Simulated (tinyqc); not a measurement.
# Changing the screening length lambda

Model: Landau-Devonshire theory of a uniaxial ferroelectric. Computed by tinyqc, a small Python program. Command: `OMP_NUM_THREADS=1 python tinyqc.py 3002944 3002945 out.jsonl ferro sweep`. One thread of a shared host (Intel(R) Xeon(R) Processor @ 2.30GHz), about 0.01 s of CPU time with the checks.

G(P) = (alpha/2) P^2 + (beta*/4) P^4 + (gamma/6) P^6 - E P per volume, SI units, one domain, P along the polar axis.

Inputs (values chosen for the exercise, for a model ferroelectric): alpha_0 = 2.49e+06 J m/(C^2 K); Curie-Weiss temperature T0 = 790 K; beta = -5.51e+08 J m^5/C^4; gamma = 2.77e+09 J m^9/C^6; temperature T = 704 K; film thickness d = 35 nm; background permittivity eps_b = 20.

Sample: free crystal.

Constants: eps_0 = 8.8541878128e-12 F/m.

Method:
- alpha = alpha_0 (T - T0*), T0* = T0, beta* = beta.
- Between shorted electrodes with screening length lambda each, the depolarising field is -k P, k = 2 lambda/(eps_0 (d + 2 lambda eps_b)), so alpha turns into alpha + k.
- Ps^2 = [-beta* + sqrt(beta*^2 - 4 alpha gamma)]/(2 gamma).
- The polar state is the lowest uniform state while alpha + k < 0 (beta* > 0) or < 3 beta*^2/(16 gamma) (beta* < 0); setting the equality gives the critical thickness d_c.

One run for each value; columns: (1) screening length lambda (nm); (2) critical thickness d_c (nm); (3) depolarising coefficient k (J m/C^2); (4) polarisation of the film (microcoulomb/cm^2); (5) size of the depolarising field (MV/m):
```
(1)        (2)         (3)     (4)     (5)
0.0010   0.922  6.4464e+06  62.513   4.030
0.0019   1.753  1.2236e+07  62.224   7.613
0.0037   3.413  2.3778e+07  61.631  14.655
0.0072   6.642  4.6088e+07  60.423  27.848
0.0140  12.915  8.8930e+07  57.808  51.409
0.0270  24.907  1.6904e+08  51.112  86.398
0.0520  47.968  3.1677e+08   0.000   0.000
0.1000  92.247  5.7918e+08   0.000   0.000
```

What does the table show, and why?

Over the rows, critical thickness d_c (nm) rises from 0.922 to 92.2 (exponent d ln y / d ln x about 1.0 throughout); depolarising coefficient k (J m/C^2) rises from 6.45e6 to 5.79e8 (exponent d ln y / d ln x 1.00 between the first rows and 0.92 between the last); polarisation of the film (microcoulomb/cm^2) falls from 62.5 to 0, flat over part of the range. The exponent of critical thickness d_c stays at 1: k depends on lambda/d.

Caution (rows 0.00100): a critical thickness of a few unit cells is outside the continuum theory.

Extremes, crossings and ranges named in words are read from the listed rows.
